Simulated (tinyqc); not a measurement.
Inside a calculation. Model: Joule-heated wire on a substrate, fin equation.

Program tinyqc, `OMP_NUM_THREADS=1 python tinyqc.py 2520058 2520059 out.jsonl`; Intel Xeon 2.30GHz, shared host, one thread, about 0.01 s. Printed values are rounded.

A wire of length L loses heat along itself to two contacts and sideways to the substrate: kap A theta'' - g theta + p = 0 with theta = T - T0 and p = p0. The ends are held at T0. Constant conductivity, diffusive heat flow.

Inputs (values chosen for the exercise):
```
symbol,value,unit,meaning
T0,350,K,temperature of substrate and contacts
kap,58,W/(m K),conductivity along the wire
A,260,nm^2,cross-section
g,0.26,W/(m K),conductance per length to the substrate
L,730,nm,length between the contacts
Rc,0,K/uW,thermal resistance of each contact
p0,0.036,uW/nm,heating per length
```

## Healing length

LH = sqrt(kap A/g); far from the contacts uniform heating p0 would give theta = p0/g.

LH = 240.8319 nm
L/LH = 3.031160
p0/g = 138.4615 K

## The tridiagonal system

Nodes x_i = i h, h = L/12; box widths w_i = h (h/2 at the ends); c = kap A/h; equation of node i: -c theta_(i-1) + d_i theta_i - c theta_(i+1) = b_i with d_i = 2 c + g w_i, b_i = p(x_i) w_i; theta = 0 at the end nodes.

c = 0.2478904 uW/K
d, node 1 to 11 (uW/K): [0.5115975, 0.5115975, 0.5115975, 0.5115975, 0.5115975, 0.5115975, 0.5115975, 0.5115975, 0.5115975, 0.5115975, 0.5115975]
b, node 1 to 11 (uW): [2.19, 2.19, 2.19, 2.19, 2.19, 2.19, 2.19, 2.19, 2.19, 2.19, 2.19]

## Temperature rise

Solve -c theta_(i-1) + d_i theta_i - c theta_(i+1) = b_i for nodes 1 to 11, with theta = 0 at nodes 0 and 12.

theta, node 0 to 12 (K): [0.00000, 27.56470, 48.05363, 62.77406, 72.66526, 78.35831, 80.21648, 78.35831, 72.66526, 62.77406, 48.05363, 27.56470, 0.00000]

The hottest node is 6, at 80.22 K above T0; a mesh of 800 steps gives a peak of 80.43 K, so the coarse value is 0.26 % below it. On the fine mesh 40.1 % of the heat leaves through the substrate and the rest through the contacts.

## Closed form at the middle

theta(L/2) = (p0/g)[1 - 1/(cosh(L/(2 LH)) + Rc g LH sinh(L/(2 LH)))], LH = sqrt(kap A/g).

theta(L/2) = 80.42757 K
